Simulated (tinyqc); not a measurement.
From wire to sheet: nanosheet or nanowire with hard walls, valleys of the Ge type.

Four ellipsoidal valleys along <111>: inverse mass tensor w = 1/mt + (1/ml - 1/mt) a a^T with a the unit axis. Device axes: x along the channel, z = [001], y = z x x. The Gamma and Delta valleys are left out; the heavy Delta valleys, about 0.18 eV up, lie lowest once the L levels pass about 0.2 eV.

Hard walls around a W x H rectangle. The block w_c of w in (y, z) confines; the transport mass follows from 1/m_x = w_xx - w_xc w_c^-1 w_cx. The cross-section problem c (w_yy ky^2 + 2 w_yz ky kz + w_zz kz^2), c = hbar^2/2m0, is solved in products sin(n pi y/W) sin(l pi z/H), n, l = 1 to 12; if w_yz = 0 the levels are c pi^2 (w_yy n^2/W^2 + w_zz l^2/H^2). The w_yz term couples (n, l) to (n', l') by -2 c w_yz D_nn'(W) D_ll'(H) with D_nm(L) = 4 n m/(L (n^2 - m^2)) for n + m odd and 0 otherwise.

Without degeneracy the line density is N1 exp((EF - Ec)/kB T) with N1 = sum 2 g sqrt(m_x kB T/(4 pi c)) exp(-E/kB T), here over n, l up to 80 where w_yz = 0 and over all levels of a 12 x 12 sine basis otherwise; the classical value is W H Nc with Nc = 2 g_all (m_dos kB T/(4 pi c))^(3/2), m_dos = (ml mt^2)^(1/3); dVt = kB T ln(W H Nc/N1).

Constants: hbar^2/2m0 = 3.80998211 eV angstrom^2; kB = 8.617333262e-05 eV/K.

Values chosen for the exercise (near those of Ge; not measured data):
```
symbol   value                           unit      meaning
ml       1.591                           m0        longitudinal mass
mt       0.081                           m0        transverse mass
T        300                             K         temperature
g_all    4                                         number of valleys
channel  110                                       transport direction x on a (001) wafer
H        32                              angstrom  height, along z = [001]
Ws       (25, 35, 45, 60, 80, 100, 130)  angstrom  widths
```

Valleys:
```
group  valleys g      w_yy     w_zz   |w_yz|  m_x (m0)
A              2   4.53425  8.43996  5.52351   0.08100
B              2  12.34568  8.43996  0.00000   1.08767
```

Lowest level of each group (groups ordered by w_zz, then w_yy) and dVt against the width.

Results:
```
W (angstrom)  A1 (eV)  B1 (eV)  dVt (mV)
25             0.4490   1.0527     418.7
35             0.3643   0.6889     342.6
45             0.3381   0.5392     321.9
60             0.3239   0.4389     310.2
80             0.3171   0.3825     300.8
100            0.3143   0.3564     294.2
130            0.3124   0.3374     288.5
```

What does the comparison show?

dVt falls from 419 to 288 mV. Group A is lowest at every width, by 604 meV in the narrowest and 25 meV in the widest. At the widest W the lowest level is 0.3124 eV; the film limit c pi^2 w_zz/H^2 of that group is 0.3099 eV.

Program tinyqc; command `OMP_NUM_THREADS=1 python tinyqc.py 1281829 1281830 out.jsonl`; about 0.2 s on one thread of a shared Intel(R) Xeon(R) Processor @ 2.30GHz.
